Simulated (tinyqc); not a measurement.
Depolarisation shift: optical transitions of a finite quantum well.

Each carrier sees a square well of width L with its own depth V and masses m (inside), mb (outside); c = hbar^2/2m0, k = sqrt(m E/c), kappa = sqrt(mb (V - E)/c), and level n solves k L + 2 atan[(k/m)/(kappa/mb)] = n pi. The envelope is cos(kz) for odd n and sin(kz) for even n inside, joins exp(-kappa (|z| - L/2)) outside, and is normalised to 1. Excitons and band mixing are left out.

Constants: hbar^2/2m0 = 3.80998211 eV angstrom^2; e^2/(4 pi eps0) = 14.39964547 eV angstrom.

Values chosen for the exercise (near those of an InGaAs well in InAlAs; not measured data):
- L = 69 angstrom (well width)
- Vc = 0.533 eV (conduction offset)
- me = 0.0411 m0 (electron, well)
- meb = 0.0717 m0 (electron, barrier)
- eps = 12.1 (background dielectric constant)
- Nss = (0.09, 0.23, 0.45, 0.9, 1.4, 1.8, 2.7) x 1e12/cm^2 (sheet densities)

The collective line lies at E12 sqrt(1 + a), a = 8 pi q (n1 - n2) S/(eps E12), q = e^2/(4 pi eps0), S = integral over z of (integral up to z of psi_1 psi_2)^2. Zero temperature with the mass me in both subbands: n1 - n2 = Ns until Ns reaches D E12, D = me/(2 pi c), and D E12 beyond. 1e12/cm^2 = 1e-4/angstrom^2; exchange and the static band bending by the charge are left out.

Line position:

| Ns (1e12/cm^2) | n1 - n2 | a | line (meV) | shift (meV) |
|---|---|---|---|---|
| 0.090 | 0.090 | 0.0060 | 255.28 | 0.76 |
| 0.23 | 0.230 | 0.0153 | 256.46 | 1.94 |
| 0.45 | 0.450 | 0.0300 | 258.31 | 3.79 |
| 0.90 | 0.900 | 0.0600 | 262.04 | 7.53 |
| 1.4 | 1.400 | 0.0933 | 266.13 | 11.61 |
| 1.8 | 1.800 | 0.1200 | 269.36 | 14.84 |
| 2.7 | 2.700 | 0.1800 | 276.48 | 21.96 |

S = 5.674 angstrom
E12 = 254.52 meV

The upward shift grows from 0.76 to 21.96 meV, 8.6 % of E12 at most. For small a the shift is a E12/2, linear in Ns; in the last row that rule gives 22.91 meV. S/L = 0.0822, against 5/(9 pi^2) = 0.0563 for hard walls.

Run: tinyqc, `OMP_NUM_THREADS=1 python tinyqc.py 1280153 1280154 out.jsonl`; Intel(R) Xeon(R) Processor @ 2.30GHz, one thread, shared host; about 0.1 s of CPU time with all checks.
